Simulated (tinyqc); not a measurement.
Inside a calculation. Method: CCD on RHF in the sto-3g basis, for H6, spin multiplicity 1. One step of it, computed by the program tinyqc.

Question. Iteration 7 (converged): orbitals. Diagonalise F' = X^T F X, C = X C', fill 3 alpha and 3 beta electrons from the bottom; D = 2 C_occ C_occ^T. Each column has its largest component positive (the first on a tie).

converged F (hartree):
```
           1H 1s      2H 1s      3H 1s      4H 1s      5H 1s      6H 1s
1H 1s  -0.292219  -0.528610  -0.153609  -0.017412   0.000204  -0.005574
2H 1s  -0.528610  -0.368325  -0.361520  -0.153115  -0.022396   0.000204
3H 1s  -0.153609  -0.361520  -0.375007  -0.537236  -0.153115  -0.017412
4H 1s  -0.017412  -0.153115  -0.537236  -0.375007  -0.361520  -0.153609
5H 1s   0.000204  -0.022396  -0.153115  -0.361520  -0.368325  -0.528610
6H 1s  -0.005574   0.000204  -0.017412  -0.153609  -0.528610  -0.292219
```

X:
```
               1          2          3          4          5         6
1H 1s   0.463733  -0.708212   0.637908   0.464364   0.370167  0.192057
2H 1s  -0.816013   0.887492  -0.407393   0.213410   0.390187  0.282094
3H 1s   1.092969  -0.326723  -0.574817  -0.426870   0.134257  0.349957
4H 1s  -1.092969  -0.326723   0.574817  -0.426870  -0.134257  0.349957
5H 1s   0.816013   0.887492   0.407393   0.213410  -0.390187  0.282094
6H 1s  -0.463733  -0.708212  -0.637908   0.464364  -0.370167  0.192057
```

Give: F' = X^T F X; orbital energies; coefficients C; D after iteration 7.

Answer.

F' = X^T F X (hartree):
```
       1       2       3       4       5       6
1  1.071   0.000   0.020   0.000   0.038   0.000
2  0.000   0.658   0.000  -0.072   0.000   0.006
3  0.020   0.000   0.313   0.000  -0.003   0.000
4  0.000  -0.072   0.000  -0.383   0.000   0.010
5  0.038   0.000  -0.003   0.000  -0.554   0.000
6  0.000   0.006   0.000   0.010   0.000  -0.671
```

orbital energies (hartree): MO1 -0.672, MO2 -0.555, MO3 -0.387, MO4 0.313, MO5 0.663, MO6 1.073

coefficients C:
```
         MO1     MO2     MO3     MO4     MO5     MO6
1H 1s  0.180   0.362  -0.421   0.624  -0.738   0.489
2H 1s  0.268   0.408  -0.284  -0.388   0.872  -0.817
3H 1s  0.368   0.106   0.435  -0.603  -0.295   1.081
4H 1s  0.368  -0.106   0.435   0.603  -0.295  -1.081
5H 1s  0.268  -0.408  -0.284   0.388   0.872   0.817
6H 1s  0.180  -0.362  -0.421  -0.624  -0.738  -0.489
```

D after iteration 7:
```
        1H 1s   2H 1s   3H 1s   4H 1s   5H 1s   6H 1s
1H 1s   0.682   0.631  -0.158  -0.311   0.041   0.158
2H 1s   0.631   0.637   0.036  -0.137  -0.027   0.041
3H 1s  -0.158   0.036   0.671   0.626  -0.137  -0.311
4H 1s  -0.311  -0.137   0.626   0.671   0.036  -0.158
5H 1s   0.041  -0.027  -0.137   0.036   0.637   0.631
6H 1s   0.158   0.041  -0.311  -0.158   0.631   0.682
```
